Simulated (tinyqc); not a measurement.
One dielectric constant for an anisotropic host? Model: finite-size error of a charged defect in a periodic cell: Madelung and Makov-Payne terms. Computed by tinyqc, a small Python program. Command: `OMP_NUM_THREADS=1 python tinyqc.py 3029722 3029723 out.jsonl imagecharge walk`. One thread of a shared host (Intel(R) Xeon(R) Processor @ 2.30GHz), about 0.04 s of CPU time with the checks.

L is the cube root of the cell volume. The defect charge is a Gaussian, rho(r) = q (2 pi sigma^2)^(-3/2) exp(-r^2/2 sigma^2), repeated periodically in a uniform neutralising background and screened by a continuum. The model cell energy is E(L) = E_0 + [periodic - isolated electrostatic energy].

Inputs (values chosen for the exercise, for a model uniaxial host):
```
quantity                    value      unit
charge q                       -1         e
cell length L                19.8  angstrom
dielectric constant eps_xy   9.39         -
dielectric constant eps_z      14         -
axis ratio c/a               1.07         -
```

Supercell lattice: hexagonal. Screening: uniaxial.

Constants: e^2/(4 pi eps_0) = 14.39964548 eV angstrom.

Method:
- Cell vectors: (1,0,0), (-1/2,sqrt(3)/2,0), (0,0,c/a), scaled to volume L^3.
- Ewald sum for a unit point charge: scale each Cartesian component of the cell by 1/sqrt(eps_i), giving R', G' and V'; E = [ (1/2) sum erfc(eta R')/R' + (2 pi/V') sum exp(-G'^2/4 eta^2)/G'^2 - eta/sqrt(pi) - pi/(2 V' eta^2) ] e^2/(4 pi eps_0) / sqrt(eps_x eps_y eps_z), over n_i = -6..6, omitting n = (0,0,0), eta = 2/V'^(1/3). alpha = -2 E eps_g L/(e^2/(4 pi eps_0)), eps_g = (eps_x eps_y eps_z)^(1/3).
- The same sum with an isotropic constant in place of the tensor, the means being taken over (eps_xy, eps_xy, eps_z); errors against the tensor result.

cell vectors (rows) (angstrom):
```
          1        2        3
1   20.3092   0.0000   0.0000
2  -10.1546  17.5883   0.0000
3    0.0000   0.0000  21.7309
```

point-charge correction -q^2 E = 0.0968654 eV

Point-charge correction:
```
constant          value  correction (eV)  error (meV)
eps_xy            9.390          0.11003       13.167
eps_z            14.000          0.07380      -23.065
arithmetic mean  10.927          0.09456       -2.307
geometric mean   10.727          0.09632       -0.549
harmonic mean    10.548          0.09796        1.090
```

What follows from these numbers?

The tensor gives 0.0969 eV. Closest is geometric mean (-0.5 meV) and furthest eps_z (-23.1 meV); anisotropy also changes the effective shape of the cell, which no single constant captures.
